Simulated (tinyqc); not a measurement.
Approach to the steady line: permeation of metal atoms or ions through a thin barrier or dielectric: time lag, field-aided drift and lifetime. Computed by tinyqc, a small Python program. Command: `OMP_NUM_THREADS=1 python tinyqc.py 3030946 3030947 out.jsonl barrier walk`. One thread of a shared host (Intel(R) Xeon(R) Processor @ 2.30GHz), about 0.02 s of CPU time with the checks.

The film 0 < x < d is empty at first; C = C0 at x = 0 and C = 0 at x = d. dC/dt = D d2C/dx2 - v dC/dx with drift v = D z e V/(k_B T d) (uniform field, no space charge).

Inputs (values chosen for the exercise, for a model case: singly charged ions through a dielectric):

| quantity | value | unit |
|---|---|---|
| thickness d | 19 | nm |
| prefactor D0 | 2.1e-07 | cm^2/s |
| activation energy E | 0.801 | eV |
| concentration at the source side C0 | 2.5e+15 | 1/cm^3 |
| charge number z | 1 | - |
| voltage V (positive drives ions across) | 0.29 | V |
| test temperature T | 150 | C |

Constants: k_B = 8.617333262e-05 eV/K.

Method:
- D = D0 exp(-E/(k_B T)); time scale d^2/D; Peclet number P = z V/(k_B T), k_B T in eV; 1 nm = 1e-7 cm.
- Temperatures in kelvin are T(C) + 273.15.
- Steady flux J = (D C0/d) P/(1 - exp(-P)); time lag in units of d^2/D: s_L = [P (1 + exp(-P))/(1 - exp(-P)) - 2]/P^2 (P = 0: J = D C0/d, s_L = 1/6).
- Dose through the film Q(s) = C0 d {f (s - s_L) - 2 exp(P/2) sum_(n=1..200) (-1)^n n^2 pi^2 exp(-l_n s)/l_n^2}, l_n = n^2 pi^2 + P^2/4, f = P/(1 - exp(-P)) the relative flux.
- Short-time form for P = 0: Q/(C0 d) = 4 sqrt(s) ierfc(1/(2 sqrt(s))), ierfc(y) = exp(-y^2)/sqrt(pi) - y erfc(y).

Peclet number P = 7.95300

flux relative to D C0/d = 7.95579

time lag s_L = 0.0942067

Q/(C0 d):

| s | series | steady line f (s - s_L) | series without field | short-time form, no field |
|---|---|---|---|---|
| 0.03 | 1.7475e-04 | -0.5108 | 4.8419e-06 | 4.8419e-06 |
| 0.05 | 7.9834e-03 | -0.3517 | 2.6934e-04 | 2.6934e-04 |
| 0.08 | 7.5179e-02 | -0.1130 | 3.2066e-03 | 3.2066e-03 |
| 0.12 | 2.7662e-01 | 0.2052 | 1.4887e-02 | 1.4887e-02 |
| 0.20 | 8.5103e-01 | 0.8417 | 6.1464e-02 | 6.1463e-02 |
| 0.30 | 1.6380e+00 | 1.6372 | 1.4382e-01 | 1.4379e-01 |
| 0.50 | 3.2284e+00 | 3.2284 | 3.3479e-01 | 3.3326e-01 |
| 0.80 | 5.6151e+00 | 5.6151 | 6.3341e-01 | 6.1838e-01 |
| 1.20 | 8.7975e+00 | 8.7975 | 1.0333e+00 | 9.7002e-01 |

The dose lies above the steady line at all times and, among these rows, is within 1 % of it from s = 0.3 on (the lag is s_L = 0.094); for a known P the intercept of that line gives D and its slope D C0. The field changes the dose by a factor 36.1 in the first row and 8.51 in the last; at short times the factor tends to exp(P/2) = 53.3.

Extremes, crossings and ranges named in words are read from the listed rows.
